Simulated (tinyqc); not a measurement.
What each parameter does: three-band tight binding of a dichalcogenide monolayer.

Basis dz2, dxy, dx2-y2 on a triangular lattice, nearest neighbours; alpha = kx a/2, beta = sqrt3 ky a/2. h0 = e1 + 2 t0 (cos 2alpha + 2 cos alpha cos beta); h1 = -2 sqrt3 t2 sin alpha sin beta + 2i t1 (sin 2alpha + sin alpha cos beta); h2 = 2 t2 (cos 2alpha - cos alpha cos beta) + 2i sqrt3 t1 cos alpha sin beta; h11 = e2 + 2 t11 cos 2alpha + (t11 + 3 t22) cos alpha cos beta; h22 = e2 + 2 t22 cos 2alpha + (3 t11 + t22) cos alpha cos beta; h12 = sqrt3 (t22 - t11) sin alpha sin beta + 4i t12 sin alpha (cos alpha - cos beta) + i lam sz. H = [[h0, h1, h2], [., h11, h12], [., ., h22]], Hermitian; the lowest band of each spin is filled. K = (4 pi/3a, 0), M = (pi/a, pi/(sqrt3 a)).

Constants: hbar^2/2m0 = 3.80998211 eV angstrom^2.

Inputs chosen for the exercise (near a published set for monolayer WSe2; the results hold for these values, not for the real material):
- a = 3.324 angstrom (lattice constant)
- e1 = 0.944 eV (level of dz2)
- e2 = 2.193 eV (level of dxy and dx2-y2)
- t0 = -0.209 eV (hopping)
- t1 = 0.461 eV (hopping)
- t2 = 0.475 eV (hopping)
- t11 = 0.26 eV (hopping)
- t12 = 0.331 eV (hopping)
- t22 = 0.033 eV (hopping)
- lam = 0.233 eV (spin-orbit constant)

Spin up: gap at K, Ev(K) - Ev(Gamma), and masses at K by central differences along kx with step 0.002 1/angstrom, c = hbar^2/2m0.

Results for these values:
```
case  gap at K (eV)  K - Gamma (eV)  m_c (m0)  m_v (m0)
base         1.3044          0.5766     0.293     0.379
```

What happens to each result for t1 = 0.431 eV, all else kept?

Answer: gap at K does not change at the printed digits; K - Gamma does not change at the printed digits; m_c rises from 0.293 to 0.315; m_v rises from 0.379 to 0.408.

The same for each parameter in turn:
```
case            gap at K (eV)  K - Gamma (eV)  m_c (m0)  m_v (m0)
base                   1.3044          0.5766     0.293     0.379
t0 = -0.179 eV         1.2144          0.3966     0.264     0.339
t11 = 0.29 eV          1.3494          0.5316     0.306     0.401
t1 = 0.431 eV          1.3044          0.5766     0.315     0.408
e2 = 2.163 eV          1.3344          0.5466     0.302     0.392
t12 = 0.301 eV         1.1485          0.7325     0.254     0.301
t2 = 0.505 eV          1.3044          0.5766     0.272     0.335
```

t1 and t2 couple dz2 to the other orbitals and vanish at K and Gamma, so only the masses feel them.

tinyqc: `OMP_NUM_THREADS=1 python tinyqc.py 1482452 1482453 out.jsonl`; about 0.02 s, one thread, shared Intel(R) Xeon(R) Processor @ 2.30GHz.
